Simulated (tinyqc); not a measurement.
From results back to parameters: Slater-Koster d bands of an fcc metal. Three cases, with inputs chosen for the exercise.

Problem. In an fcc d band with nearest neighbours E(t2g, Gamma) = 3 dds + 4 ddp + 5 ddd, E(eg, Gamma) = 1.5 dds + 6 ddp + 4.5 ddd, and at X = (1,0,0) the yz state has 3 dds - 4 ddp - 3 ddd. The three levels come from hidden integrals.

Find: dds, ddp, ddd.

Method. Three linear equations: the first less the third is 8 (ddp + ddd); twice the second less the first is 8 ddp + 4 ddd; their difference gives ddd.

Case 1.

levels (eV): t2g Gamma -1.0560, eg Gamma 1.8420, yz at X -5.4960

Solution.

dds, ddp, ddd (eV): -1.067  0.630  -0.075

Case 2.

levels (eV): t2g Gamma -0.4350, eg Gamma 0.6165, yz at X -1.8830

Solution.

dds, ddp, ddd (eV): -0.368  0.236  -0.055

Case 3.

levels (eV): t2g Gamma -2.3940, eg Gamma 0.4410, yz at X -5.0500

Solution.

dds, ddp, ddd (eV): -1.189  0.487  -0.155

Computed by tinyqc, one run a case: `OMP_NUM_THREADS=1 python tinyqc.py N N+1 out.jsonl` with N = 1482241, 1482327, 1482352; one thread of a shared Intel(R) Xeon(R) Processor @ 2.30GHz, about 0.06 s a run at most.
